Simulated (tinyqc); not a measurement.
Band gaps under pressure and temperature from deformation potentials: sweeps and comparisons. A value that a table varies takes the place of the one given here.

Murnaghan: V/V0 = (1 + Bp P/B0)^(-1/Bp), B0 = (C11 + 2 C12)/3. Each gap moves by a ln(V/V0) with its volume potential a, and falls with temperature by aV T^2/(T + bV) (Varshni); the two effects are added. No change of phase is considered.

Constants: hc = 1239.841984 eV nm.

Inputs chosen for the exercise (near those of GaP, the X and L potentials typical of such crystals; shifted at random, so the results belong to these values and not to a real crystal): Eg = 2.845 eV (gap at Gamma to the s-like level at 0 K, 0 GPa); EgX = 2.349 eV (gap to X at 0 K, 0 GPa); EgL = 2.718 eV (gap to L at 0 K, 0 GPa); C11 = 143.1 GPa; C12 = 62.5 GPa; Bp = 3.95 (pressure derivative of the bulk modulus); aG = -9.86 eV (volume potential of the Gamma gap); aX = 1.06 eV (volume potential of the X gap); aL = -2.86 eV (volume potential of the L gap); aV = (0.571, 0.598, 0.565) meV/K (Varshni alpha of Gamma, X, L); bV = (365, 400, 387) K (Varshni beta of Gamma, X, L); T = 300 K (temperature); P = 1.1 GPa (pressure).

## Gaps against pressure

The last column is the linear form E0 + c1 P for Gamma, c1 = -aG/B0.

Gaps (eV):

| P (GPa) | ln(V/V0) | Gamma | X | L | lowest | Gamma, linear |
|---|---|---|---|---|---|---|
| 0.00 | 0.0000 | 2.768 | 2.272 | 2.644 | X | 2.768 |
| 1.50 | -0.0163 | 2.928 | 2.255 | 2.690 | X | 2.933 |
| 3.00 | -0.0315 | 3.079 | 2.239 | 2.734 | X | 3.099 |
| 4.50 | -0.0459 | 3.221 | 2.223 | 2.775 | X | 3.264 |
| 6.00 | -0.0596 | 3.355 | 2.209 | 2.814 | X | 3.430 |
| 7.50 | -0.0725 | 3.482 | 2.195 | 2.851 | X | 3.595 |
| 9.00 | -0.0848 | 3.604 | 2.182 | 2.886 | X | 3.761 |
| 10.50 | -0.0965 | 3.719 | 2.170 | 2.920 | X | 3.926 |
| 12.00 | -0.1077 | 3.830 | 2.158 | 2.952 | X | 4.092 |

Over 12 GPa Gamma moves by +1.062, L by +0.308 and X by -0.114 eV. X stays lowest. The linear form overshoots by 262 meV at the end, because the crystal stiffens; the gap is linear in ln V, not in P.

## Gaps against temperature

At the pressure P; wavelength hc/E of the lowest gap.

Gaps (eV):

| T (K) | Gamma | X | L | lowest | wavelength (nm) |
|---|---|---|---|---|---|
| 0 | 2.9635 | 2.3363 | 2.7524 | X | 530.7 |
| 50 | 2.9601 | 2.3329 | 2.7491 | X | 531.5 |
| 100 | 2.9512 | 2.3243 | 2.7408 | X | 533.4 |
| 200 | 2.9231 | 2.2964 | 2.7139 | X | 539.9 |
| 300 | 2.8862 | 2.2594 | 2.6784 | X | 548.8 |
| 400 | 2.8441 | 2.2167 | 2.6375 | X | 559.3 |
| 500 | 2.7985 | 2.1701 | 2.5931 | X | 571.3 |
| 600 | 2.7505 | 2.1210 | 2.5463 | X | 584.6 |

From 0 to 100 K the Gamma gap falls by 12.3 meV, from 500 to 600 K by 48.0 meV: quadratic below bV, linear with a slope tending to aV = 0.571 meV/K above. X stays lowest. A pressure of 0.70 GPa, with the slope -aG/B0 at zero pressure, would undo the fall of the Gamma gap from 0 to 300 K.

## What each parameter does

Gaps at P and T. Each row changes one parameter from the base and keeps the others.

Results:

| case | Gamma (eV) | X (eV) | L (eV) |
|---|---|---|---|
| base | 2.8862 | 2.2594 | 2.6784 |
| T = 350 K | 2.8657 | 2.2386 | 2.6585 |
| C11 = 157.41 GPa | 2.8804 | 2.2600 | 2.6767 |
| C12 = 56.25 GPa | 2.8919 | 2.2588 | 2.6800 |
| Bp = 4.345 | 2.8860 | 2.2594 | 2.6783 |
| aG = -10.846 eV | 2.8981 | 2.2594 | 2.6784 |
| aX = 0.954 eV | 2.8862 | 2.2606 | 2.6784 |
| aL = -3.146 eV | 2.8862 | 2.2594 | 2.6818 |
| P = 1.21 GPa | 2.8978 | 2.2581 | 2.6817 |

The largest shifts from the base row, up to three for each result and ties (the steps differ in size, so this ranks the rows, not the parameters). Gamma (eV): T -0.0206, aG +0.0119, P +0.0115; unchanged at the printed digits by aX and aL. X (eV): T -0.0208, aX +0.0013, P -0.0012; unchanged at the printed digits by Bp, aG and aL. L (eV): T -0.0199, aL +0.0034, P +0.0033; unchanged at the printed digits by aG and aX.

Run: tinyqc, `OMP_NUM_THREADS=1 python tinyqc.py 1080748 1080749 out.jsonl`; Intel(R) Xeon(R) Processor @ 2.30GHz, one thread, shared host; about 0.01 s of CPU time with all checks.
